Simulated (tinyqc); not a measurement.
# Capacitance measurement on a leaky thin oxide: effects of series resistance and leakage: effects of single changes

The device is a capacitance C in parallel with a leakage conductance G, in series with Rs and Ls. An impedance meter reports either a parallel pair (Cp, Gp) from Y = 1/Z = Gp + i w Cp or a series pair (Cs, Rm) from Z = Rm + 1/(i w Cs); w = 2 pi f, dissipation D = Gp/(w |Cp|).

Inputs (values chosen for the exercise); values of the order met in thin-oxide MOS capacitors: relative permittivity of the gate insulator (close to silicon dioxide) eox = 3.9; insulator thickness tox = 1.3 nm; gate area A = 100 um^2; oxide-equivalent thickness added by the accumulation layer zc = 0.45 nm; oxide-equivalent thickness added by gate depletion zp = 0.23 nm; gate leakage current density, not matched to the thickness Jg = 0.0015 A/cm^2; voltage for an e-fold rise of the leakage Vs = 0.36 V; series resistance Rs = 5.7 ohm; series inductance Ls = 54 nH; measuring frequency f = 1e5 Hz.

Constants: eps0 = 8.8541878128e-14 F/cm where lengths are in cm. Results are converted to the units shown.

Each table varies one quantity; the others keep the values above.

## Readings against frequency

EOT = 3.9 tox/eox; CET = EOT + zc + zp; C = 3.9 eps0 A/CET; G = Jg A/Vs. Z = Rs + i w Ls + 1/(G + i w C); CET read from Cp = 3.9 eps0 A/Cp; errors under 0.001 % are printed as 0.

The same in every row: C (pF) = 1.7440.

Result of one run:

| f (Hz) | Cp (pF) | Cs (pF) | D | error of Cp (%) | error of Cs (%) | CET read from Cp (nm) |
|---|---|---|---|---|---|---|
| 3e7 | 1.7499 | 1.7499 | 0.0018928 | 0.335 | 0.336 | 1.9734 |

What becomes of these results when the measuring frequency f is changed from 3e7 to 3e5 Hz, all else the same?

Result of the changed run:

| f (Hz) | Cp (pF) | Cs (pF) | D | error of Cp (%) | error of Cs (%) | CET read from Cp (nm) |
|---|---|---|---|---|---|---|
| 3e5 | 1.7440 | 1.7440 | 0.0012862 | 0 | 0 | 1.9800 |

The whole series:

| f (Hz) | Cp (pF) | Cs (pF) | D | error of Cp (%) | error of Cs (%) | CET read from Cp (nm) |
|---|---|---|---|---|---|---|
| 1000 | 1.7440 | 1.9962 | 0.38024 | 0 | 14.5 | 1.9800 |
| 3000 | 1.7440 | 1.7720 | 0.12675 | 0 | 1.61 | 1.9800 |
| 10000 | 1.7440 | 1.7465 | 0.038025 | 0 | 0.145 | 1.9800 |
| 30000 | 1.7440 | 1.7443 | 0.012677 | 0 | 0.0161 | 1.9800 |
| 1e5 | 1.7440 | 1.7440 | 0.0038087 | 0 | 1.45e-3 | 1.9800 |
| 3e5 | 1.7440 | 1.7440 | 0.0012862 | 0 | 0 | 1.9800 |
| 1e6 | 1.7440 | 1.7440 | 4.4270e-4 | 0 | 0 | 1.9800 |
| 3e6 | 1.7441 | 1.7441 | 3.1414e-4 | 3.34e-3 | 3.35e-3 | 1.9799 |
| 1e7 | 1.7447 | 1.7447 | 6.6287e-4 | 0.0371 | 0.0372 | 1.9793 |
| 3e7 | 1.7499 | 1.7499 | 0.0018928 | 0.335 | 0.336 | 1.9734 |

D goes from 0.380 through a minimum of 3.14e-4 (at f = 3e6 Hz among the rows listed) to 0.00189; without inductance its minimum lies at f = sqrt(G (1 + G Rs)/Rs)/(2 pi C) = 2.47e6 Hz. The error of Cp goes from 0 to 0.335 % and that of Cs from 14.5 to 0.336 %; at low frequency Cp tends to C/(1 + G Rs)^2 and Cs grows as 1 + (G/(w C))^2. One of the two readings is within 2 % of C for f = 1000, 3000, 10000, 30000, 1e5, 3e5, 1e6, 3e6, 1e7, 3e7 Hz.

## Effect of the gate leakage current density, not matched to the thickness

Same model as above.

The same in every row: C (pF) = 1.7440.

Results:

| Jg (A/cm^2) | Cp (pF) | Cs (pF) | D | error of Cp (%) | error of Cs (%) | CET read from Cp (nm) |
|---|---|---|---|---|---|---|
| 1e-5 | 1.7440 | 1.7440 | 3.1596e-5 | 0 | 0 | 1.9800 |
| 0.0001 | 1.7440 | 1.7440 | 2.5974e-4 | 0 | 0 | 1.9800 |
| 0.001 | 1.7440 | 1.7440 | 0.0025412 | 0 | 0 | 1.9800 |
| 0.02 | 1.7440 | 1.7485 | 0.050705 | 0 | 0.257 | 1.9800 |
| 0.2 | 1.7440 | 2.1923 | 0.50700 | 0 | 25.7 | 1.9800 |
| 30 | 1.7420 | 10090 | 76.101 | -0.116 | 5.78e5 | 1.9823 |
| 300 | 1.6904 | 1.0308e6 | 780.89 | -3.07 | 5.91e7 | 2.0428 |

Estimate the missing row, Jg = 2 A/cm^2.

Computed row:

| Jg (A/cm^2) | Cp (pF) | Cs (pF) | D | error of Cp (%) | error of Cs (%) | CET read from Cp (nm) |
|---|---|---|---|---|---|---|
| 2 | 1.7439 | 46.572 | 5.0701 | -6.42e-3 | 2570 | 1.9801 |

With this row back in the table: As Jg goes from 1e-5 to 300, the error of Cp goes from 0 to -3.07 %, that of Cs from 0 to 5.91e7 %, and D rises from 3.16e-5 to 781. The CET read from Cp goes from 1.98 to 2.04 nm against the true 1.98 nm. For Jg = 2, 30, 300 D exceeds 1, where the accuracy of real meters degrades in proportion to sqrt(1 + D^2).

tinyqc, about 0.01 s, one thread, Intel Xeon 2.30GHz (shared host): `OMP_NUM_THREADS=1 python tinyqc.py 2022153 2022154 out.jsonl`
